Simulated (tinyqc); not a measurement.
Mobility of a non-polar semiconductor in the relaxation-time approximation: one step, computed by the program tinyqc. Command: `OMP_NUM_THREADS=1 python tinyqc.py 3029161 3029162 out.jsonl rta walk`. One thread of a shared host (Intel(R) Xeon(R) Processor @ 2.30GHz), about 0.01 s of CPU time with the checks.

Each valley is treated as a sphere of mass m_d for states and rates, with one isotropic relaxation time; the conductivity mass m_c sets the current.

Task: Masses. m_d = (m_l m_t^2)^(1/3); 1/m_c = (1/m_l + 2/m_t)/3; Hall mass factor A = 3 K_m (K_m + 2)/(2 K_m + 1)^2, K_m = m_l/m_t; N_I = n (1 + C)/(1 - C).

Inputs (values chosen for the exercise, for a model non-polar semiconductor):
```
quantity                 value    unit
longitudinal mass m_l      2.1     m_0
transverse mass m_t       0.43     m_0
carrier density n      6.3e+15  1/cm^3
compensation ratio C      0.46       -
```

Band: parabolic. Impurity formula: Brooks-Herring. Further scattering: none.

Give: density-of-states mass m_d; conductivity mass m_c; Hall mass factor A; ionised impurity density N_I.

Result:

density-of-states mass m_d = 0.7295 m_0

conductivity mass m_c = 0.5851 m_0

Hall mass factor A = 0.8699

ionised impurity density N_I = 1.703e+16 1/cm^3
